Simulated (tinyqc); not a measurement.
What moves the tail: Franz-Keldysh effect at a direct gap.

Parabolic bands, vertical transitions, no excitons. For each hole band j: mr = me mj/(me + mj); joint density of states J_j(E) = (mr/c)^(3/2) sqrt(E - Eg)/(2 pi^2), both spins, c = hbar^2/2m0; averaged matrix element |e.p|^2 = m0 Ep/6; alpha_j(E) = 4 pi^2 alpha_f c Ep J_j/(3 nr E) in 1/angstrom (alpha_f the fine-structure constant, listed as alpha among the constants), times 1e8 for 1/cm.

In a field Fd (1 kV/cm = 1e-5 V/angstrom) the electro-optic energy of band j is th = (c (e Fd)^2/mr)^(1/3), and sqrt(E - Eg) in J_j is replaced by pi sqrt(th) [Ai'(b)^2 - b Ai(b)^2] with b = (Eg - E)/th; Ai is the Airy function.

Constants: hbar^2/2m0 = 3.80998211 eV angstrom^2; fine-structure constant alpha = 0.007297352564.

Values chosen for the exercise (near those of InGaAs; not measured data): Eg = 0.745 eV (direct gap); me = 0.0422 m0 (electron mass); mhh = 0.456 m0 (heavy-hole mass); mlh = 0.0523 m0 (light-hole mass); Ep = 22.9 eV (Kane energy); nr = 3.53 (refractive index); Fd = 27 kV/cm (uniform field); det = 25 meV (detuning below the gap).

At E = Eg - det. Each row changes one parameter from the base and keeps the others.

Results:

| case | th heavy (meV) | alpha (1/cm) |
|---|---|---|
| base | 19.302 | 44.32 |
| Fd = 35.1 kV/cm | 22.991 | 81.20 |
| det = 35 meV | 19.302 | 11.33 |
| me = 0.0485 m0 | 18.504 | 45.14 |
| mlh = 0.068 m0 | 19.302 | 45.10 |
| Ep = 25.2 eV | 19.302 | 48.77 |
| nr = 3.71 | 19.302 | 42.17 |

The largest shifts from the base row, up to three for each result and ties (the steps differ in size, so this ranks the rows, not the parameters). th heavy (meV): Fd +3.689, me -0.797; unchanged at the printed digits by det, mlh, Ep and nr. alpha (1/cm): Fd +36.9, det -33.0, Ep +4.45.

Program tinyqc; command `OMP_NUM_THREADS=1 python tinyqc.py 1681119 1681120 out.jsonl`; about 0.01 s on one thread of a shared Intel(R) Xeon(R) Processor @ 2.30GHz.
